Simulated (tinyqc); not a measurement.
Quantum-confined Stark effect in a modulator well, step by step. Values are carried at full precision from step to step, so a last printed digit may differ when a step is redone from the rounded ones.

Constants: hbar^2/2m0 = 3.80998211 eV angstrom^2; e^2/(4 pi eps0) = 14.39964547 eV angstrom; hc = 1239.841984 eV nm.

Inputs chosen for the exercise (near those of a Ge well in SiGe, direct gap; not measured data): L = 88 angstrom (well width); me = 0.0406 m0 (electron, well); mh = 0.211 m0 (heavy hole along z, well); F = 62 kV/cm (field); Vc = 0.365 eV (conduction offset); Vv = 0.119 eV (heavy-hole offset); meb = 0.0555 m0 (electron, barrier); mhb = 0.228 m0 (heavy hole, barrier); Eg = 0.854 eV (gap of the well); mp = 0.068 m0 (heavy hole in the plane); eps = 15.4 (dielectric constant); dE = 9 meV (operating point below the zero-field line); G = 6 meV (half width of the exciton line).

## Estimate for hard walls

Second order: each level moves by -C m (e F)^2 L^4/(2c), C = (15/pi^2 - 1)/(24 pi^2), c = hbar^2/2m0, 1 kV/cm = 1e-5 eV/angstrom. It holds while e F L is no more than about twice 3 c pi^2/(m L^2).

Estimate:

| carrier | shift (meV) | e F L over the level spacing |
|---|---|---|
| electron | -0.27 | 0.15 |
| heavy hole | -1.40 | 0.79 |

The hole, 5.2 times heavier, carries 84 % of the estimated shift; for hard walls second order errs by about 2 % at a ratio of 1 and 13 % at 3.

## Levels and envelopes

Envelopes on cells of 0.5 angstrom over the well |z| < L/2 and 45 angstrom of barrier on each side, psi = 0 beyond, psi'/m continuous (mean mass between points), c = hbar^2/2m0. The electron sees + e F z and the hole - e F z, each with its offset in the barriers; 1 kV/cm = 1e-5 eV/angstrom. Light holes, band mixing and escape by tunnelling are left out.

Ground levels, squared overlap and separation <z>_h - <z>_e without and with the field.

Results:

| F (kV/cm) | E_e (meV) | E_h (meV) | overlap^2 | separation (angstrom) |
|---|---|---|---|---|
| 0 | 58.63 | 13.71 | 0.994 | 0.0 |
| 62 | 57.42 | 9.57 | 0.855 | 16.7 |

The electron level moves by -1.21 meV (4.5 times the hard-wall estimate, since it leaks into the barriers and sees a wider well) and the hole level by -4.14 meV (2.96 times).

## Exciton

Exciton: in-plane function exp(-rho/lam), 1/mu = 1/me + 1/mp, E(lam) = c/(mu lam^2) - (q/eps) times the integral over k of Fm(k)(1 + (k lam/2)^2)^(-3/2), Fm(k) the double integral of psi_e^2 psi_h^2 exp(-k |z - z'|), q = e^2/(4 pi eps0); binding Eb = -E at the minimum. Line at Eg + E_e + E_h - Eb, strength proportional to overlap^2/lam^2.

Minimise over lam without and with the field.

Results:

| F (kV/cm) | lam (angstrom) | Eb (meV) | line (eV) | nm | overlap^2/lam^2 (1e-4/angstrom^2) |
|---|---|---|---|---|---|
| 0 | 221.5 | 4.06 | 0.9223 | 1344.3 | 0.2027 |
| 62 | 226.9 | 3.94 | 0.9170 | 1352.0 | 0.1660 |

The weaker binding gives back 0.12 meV of the red shift, leaving 5.2 meV; the strength falls to 82 %.

## Contrast at the operating point

With a Gaussian line of half width G, the absorption at E_op = line(0) - dE is proportional to strength x exp(-ln2 ((E_op - line)/G)^2); continuum absorption is left out. Give it at both fields, relative to the zero-field peak.

E_op = 0.9133 eV
wavelength = 1357.6 nm

absorption without and with the field: 0.21  0.62

The field changes the absorption by +0.41 of the zero-field peak. The zero-field tail still absorbs here, since dE is no more than 2G, which costs insertion loss.

## Checks

- Zero-field levels against the matching condition of the square well, meV: largest difference 1.4e-01.
- Slope d(E_e + E_h)/dF against minus the separation (Hellmann-Feynman), angstrom: both -16.7.

Computed by tinyqc, a small Python program: `OMP_NUM_THREADS=1 python tinyqc.py 1251095 1251096 out.jsonl` (the numbers bound the seed that draws the inputs); one thread of a shared host (Intel(R) Xeon(R) Processor @ 2.30GHz), about 0.2 s for the whole set of steps.
